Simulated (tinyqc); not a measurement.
Longitudinal sound in a periodic multilayer: transfer matrices, stop bands and folded phonons: one step, computed by the program tinyqc. Command: `OMP_NUM_THREADS=1 python tinyqc.py 3011768 3011769 out.jsonl multilayer walk`. One thread of a shared host (Intel(R) Xeon(R) Processor @ 2.30GHz), about 0.01 s of CPU time with the checks.

Layers 1 and 2 repeat with period d = d_1 + d_2; waves travel normal to the layers, without loss. State vector (u, s): displacement u and stress divided by omega. Impedances Z = rho v are in 1e6 kg/(m^2 s).

Problem. Impedances, mean velocity and Bragg frequency. Z = rho v; interface reflection r = (Z_2 - Z_1)/(Z_2 + Z_1) (stress amplitude, from 1 into 2); Bragg frequency f_B = 1/[2 (d_1/v_1 + d_2/v_2)]; long-wave velocity v_eff = d/sqrt[(d_1/v_1)^2 + (d_2/v_2)^2 + (Z_1/Z_2 + Z_2/Z_1)(d_1/v_1)(d_2/v_2)].

Inputs (values chosen for the exercise, modelled on silica (layer 1), platinum (layer 2) and silica (substrate)):

| quantity | value | unit |
|---|---|---|
| density rho_1 | 2.16 | g/cm^3 |
| velocity v_1 | 6010 | m/s |
| thickness d_1 | 14.9 | nm |
| density rho_2 | 21.1 | g/cm^3 |
| velocity v_2 | 4060 | m/s |
| thickness d_2 | 10.2 | nm |
| substrate density | 2.21 | g/cm^3 |
| substrate velocity | 5850 | m/s |

Give: Z_1; Z_2; Z of the substrate; interface reflection r; Bragg frequency f_B; long-wave velocity v_eff.

Solution.

Z_1 = 12.9816

Z_2 = 85.666

Z of the substrate = 12.9285

interface reflection r = 0.7368

Bragg frequency f_B = 100.2 GHz

long-wave velocity v_eff = 3400 m/s
